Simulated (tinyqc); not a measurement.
Quarter-wave Bragg mirror and the threshold of a vertical cavity: one step of the calculation.

N pairs of lossless layers, each a quarter wave thick at lam, in the order nL, nH from the incident medium n0 to the exit medium ns; normal incidence, no dispersion. At wavelength lam + dw each layer has the phase d = (pi/2) lam/(lam + dw) and the matrix [[cos d, i sin d/n], [i n sin d, cos d]].

Problem. Thicknesses, peak reflectance and stop band. At the design wavelength Y = ns (nL/nH)^(2 N), T0 = 4 n0 Y/(n0 + Y)^2; stop band, to first order in its width, (4 lam/pi) arcsin((nH - nL)/(nH + nL)); layer thicknesses lam/(4 n).

Inputs (values chosen for the exercise); indices close to those of GaAs and AlAs:
```
symbol,value,unit,meaning
lam,980,nm,design wavelength
nH,3.526,,high index
nL,2.932,,low index
N,13,,number of pairs
n0,3.538,,index of the incident medium
ns,3.512,,index of the exit medium
```

Find: thickness of the high-index layer; thickness of the low-index layer; Y; T0; stop band.

Solution.

thickness of the high-index layer = 69.48 nm
thickness of the low-index layer = 83.56 nm
Y = 0.02901
T0 = 3.226 %
stop band = 114.9 nm

Each further pair divides T0 by about (nH/nL)^2 = 1.45.

Computed by the program tinyqc: `OMP_NUM_THREADS=1 python tinyqc.py 2650111 2650112 out.jsonl`, one thread of a shared Intel Xeon 2.30GHz, about 0.01 s for the whole run.
